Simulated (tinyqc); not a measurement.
Levels against anisotropy: donor in an ellipsoidal valley (Kohn-Luttinger variational method). Computed by tinyqc, a small Python program. Command: `OMP_NUM_THREADS=1 python tinyqc.py 3027567 3027568 out.jsonl kohnlutt walk`. One thread of a shared host (Intel(R) Xeon(R) Processor @ 2.30GHz), about 0.04 s of CPU time with the checks.

H = -(d^2/dx^2 + d^2/dy^2) - gamma d^2/dz^2 - 2/r in units built on m_t, with gamma = m_t/m_l and z along the valley axis. One valley; no valley-orbit or central-cell term.

Inputs (values chosen for the exercise, modelled on GaP): transverse mass m_t = 0.252 m_0; longitudinal mass m_l = 1.21 m_0; dielectric constant eps = 11.1.

Constants: Ry = 13.605693123 eV; a_0 = 0.529177210903 angstrom.

Method:
- Ry* = Ry m_t/eps^2, a* = a_0 eps/m_t, gamma = m_t/m_l.
- Trial function exp(-sqrt((x^2 + y^2)/a^2 + z^2/b^2)) with beta = b/a < 1: E = t/a^2 - u/a, t = (2 + gamma/beta^2)/3, u = 2 arcsin(sqrt(1 - beta^2))/sqrt(1 - beta^2); the best a is 2 t/u and E(beta) = -u^2/(4 t).
- The trial energy is minimised over beta by golden section from 0.05 to 0.999, 60 steps.
- Gaussian basis: g = P exp(-al (x^2 + y^2) - be z^2) with P = 1 (s-like), z (2p0) or x (2p+-); al = 0.004 x 2.6^k, k = 0..11, and be/al = 1, gamma^(-1/2) or 1/gamma (36 functions); 1/r = (2/sqrt(pi)) int exp(-t^2 r^2) dt by 48 Gauss-Legendre points after t = sqrt(al_i + al_j) tan(theta); overlap eigenvalues below 1e-10 are dropped.

gamma = 0.208264

Binding energies (Ry*):
```
gamma  1s, trial  1s, Gaussians     2p0     2p+-
0.052     2.0758         2.0870  1.0102  0.36733
0.100     1.8387         1.8445  0.7905  0.34751
0.210     1.5615         1.5636  0.5735  0.32059
0.310     1.4162         1.4172  0.4755  0.30461
0.360     1.3609         1.3616  0.4410  0.29816
0.600     1.1759         1.1761  0.3358  0.27488
0.850     1.0548         1.0548  0.2753  0.25806
```

What follows from these numbers?

As gamma falls from 0.85 to 0.052, 1s deepens from 1.055 to 2.087 Ry*, on the way from the hydrogen value 1 to the two-dimensional limit 4; 2p+- moves from 0.258 to 0.367 (limits 1/4 and 4/9), while 2p0 climbs from 0.275 to 1.010 and joins 1s as gamma tends to 0. Near gamma = 1 the trial function is almost exact and can pass the Gaussian basis, whose own error is about 3e-5 Ry*.

Extremes, crossings and ranges named in words are read from the listed rows.
